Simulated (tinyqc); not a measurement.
Transmission against energy, and which matching rule a chain obeys: heterojunction of two tight-binding chains.

Left chain: hopping -t1, sites at 2 t1 (band bottom 0). Right chain: hopping -t2, sites at dE + 2 t2 (bottom dE). t = c/(m a^2), c = hbar^2/2m0. The bond across the interface is -tc with tc = f sqrt(t1 t2), and the last left site has the extra energy U. In a chain E = bottom + 2t (1 - cos(ka)); the surface Green function of a half chain is g = -exp(ika)/t, with Im k > 0 where cos(ka) > 1.

Constants: hbar^2/2m0 = 3.80998211 eV angstrom^2.

Inputs chosen for the exercise (masses and offset of the size met at InGaAs / InP; the results hold for these values, not for the real material): a = 5.65 angstrom (site spacing); m1 = 0.038 m0 (mass on the left); m2 = 0.083 m0 (mass on the right); dE = 0.21 eV (band offset); f = 1 (factor on the interface hopping); U = -0.74 eV (extra energy on the last left site).

Chain A is the junction as given; chain B has tc = sqrt(t1 t2) and U = 0; chain C has tc = t2 and U = t2 - t1, the finite-difference form of -d/dx (c/m) d/dx. Continuum formulas T = 4 x y/(x + y)^2 with parabolic k: x, y = k/m on each side (BenDaniel-Duke) or x, y = k (slope continuous).

T:

| E - dE (eV) | E (eV) | chain A | chain B | chain C | k/m matched | k matched |
|---|---|---|---|---|---|---|
| 0.002 | 0.212 | 0.2414 | 0.4363 | 0.2298 | 0.2315 | 0.4391 |
| 0.005 | 0.215 | 0.3531 | 0.5973 | 0.3368 | 0.3391 | 0.6004 |
| 0.010 | 0.220 | 0.4581 | 0.7257 | 0.4379 | 0.4407 | 0.7288 |
| 0.020 | 0.230 | 0.5759 | 0.8431 | 0.5515 | 0.5547 | 0.8456 |
| 0.050 | 0.260 | 0.7325 | 0.9532 | 0.7024 | 0.7059 | 0.9544 |
| 0.100 | 0.310 | 0.8331 | 0.9921 | 0.7987 | 0.8022 | 0.9924 |
| 0.200 | 0.410 | 0.9066 | 0.9997 | 0.8678 | 0.8717 | 0.9997 |
| 0.400 | 0.610 | 0.9524 | 0.9910 | 0.9094 | 0.9147 | 0.9920 |

How do the results move, and what explains it?

Chain C follows the k/m rule within 0.0053 and chain B the plain k rule within 0.0031, while the two rules differ by up to 0.2909: in B the self-energy of the right side is -t1 exp(i k2 a), so only k2 enters, and in C it is -t2 exp(i k2 a), which carries 1/m2. Chain A, with f = 1 and U = -0.74 eV, has an interface term of its own and lies up to 0.2676 from B and 0.0430 from C.

(tinyqc, `OMP_NUM_THREADS=1 python tinyqc.py 1482803 1482804 out.jsonl`, Intel(R) Xeon(R) Processor @ 2.30GHz, 1 thread, shared host, about 0.01 s.)
